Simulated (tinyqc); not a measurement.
Worked calculation: k.p theory built from an empirical-pseudopotential calculation at Gamma. Values are carried at full precision from step to step, so a last printed digit may differ when a step is redone from the rounded ones.

Empirical pseudopotential on the fcc lattice, atoms at +/- tau, tau = a (1,1,1)/8, no spin-orbit coupling. H(G,G') = c (2 pi/a)^2 |k + G|^2 delta + VS(q) cos(q.tau) + i VA(q) sin(q.tau), q = G - G', c = hbar^2/2m0; k and G in units of 2 pi/a; VS at |q|^2 = 3, 8, 11 and VA at 3, 4, 11, in rydberg, zero elsewhere. The basis is fixed: all 65 G with |G|^2 up to Gcut. Energies are counted from the fourth level at Gamma.

Constants: hbar^2/2m0 = 3.80998211 eV angstrom^2; Ry = 13.60569312 eV.

Parameters, chosen for this exercise (near those of Si; the results hold for these values, not for the real material):
```
symbol  value                   unit        meaning
a       5.443                   angstrom    lattice constant
VS      (-0.213, 0.038, 0.082)  Ry          symmetric form factors
VA      (0, 0, 0)               Ry          antisymmetric form factors
Gcut    16                      (2 pi/a)^2  largest |G|^2 of the fixed basis
```

## Levels at Gamma

Diagonalise H at k = 0 and group equal levels.

Multiplets at Gamma:
```
multiplet  degeneracy    E (eV)
1                   1  -12.6339
2                   3    0.0000
3                   3    3.4589
4                   1    3.9262
5                   1    7.5077
6                   2    8.0033
7                   3   12.4722
8                   1   14.2150
9                   3   27.6056
```

The lowest empty multiplet is a triplet at 3.459 eV; the lowest empty singlet (s-like) is multiplet 4.

## Mass of the s-like conduction level (multiplet 4)

For a multiplet A of d_A states, W(B) = (4 c/(3 d_A)) sum over n in A, m in B and i = x, y, z of |<n|G_i|m>|^2 (G in 1/angstrom, <n|G_i|m> = sum_G c_n(G)* G_i c_m(G)); the mean inverse mass of A is 1 + sum_B W(B)/(E_A - E_B). Multiplets with W = 0 are left out.

List the couplings (the first eight at most); W to the valence triplet is the Kane energy Ep.

Couplings:
```
multiplet B  degeneracy  E_B (eV)   W (eV)  W/(E_A - E_B)
2                     3    0.0000  21.2092         5.4020
7                     3   12.4722   0.0248        -0.0029
11                    3   29.0785   0.5036        -0.0200
19                    3   45.8682   0.1437        -0.0034
22                    3   46.6974   0.0286        -0.0007
25                    3   52.1965   0.0253        -0.0005
```

sum over the higher multiplets = 0
1/m = 6.3744

Ep = 21.21 eV. The valence triplet gives 5.40, all other levels together -0.03; m = 0.1569, against 0.1562 for two levels alone.

## Valence parameters

Fold all other levels onto the valence triplet: D(u) = c + 4 c^2 sum_m <n|u.G|m><m|u.G|n'>/(0 - E_m), in units of c. Along [100] its eigenvalues are L (once) and M (twice); along [111] (L + 2M + 2N)/3 (once) and (L + 2M - N)/3 (twice). Then g1 = -(L + 2M)/3, g2 = -(L - M)/6, g3 = -N/6.

eigenvalues along [100]: -6.185  -3.465  -3.465

eigenvalues along [111]: -10.321  -1.397  -1.397

L, M, N: -6.185  -3.465  -8.924

g1, g2, g3: 4.372  0.453  1.487

With spin-orbit coupling added at fixed g1, g2, g3 and large against the hole energy these give heavy and light masses along [100] of 0.289 and 0.189. The s-like level alone adds Ep/(3E) = 1.80 to g1. Local form factors fix Ep and the gap only roughly, so these values can lie far from measured ones.

## Checks

- 1/m of the s-like level from the sum against the curvature of the band: both 6.374.
- L and M against the curvatures along [100]: largest relative difference 3.0e-07.

(tinyqc, `OMP_NUM_THREADS=1 python tinyqc.py 1080285 1080286 out.jsonl`, Intel(R) Xeon(R) Processor @ 2.30GHz, 1 thread, shared host, about 0.3 s.)
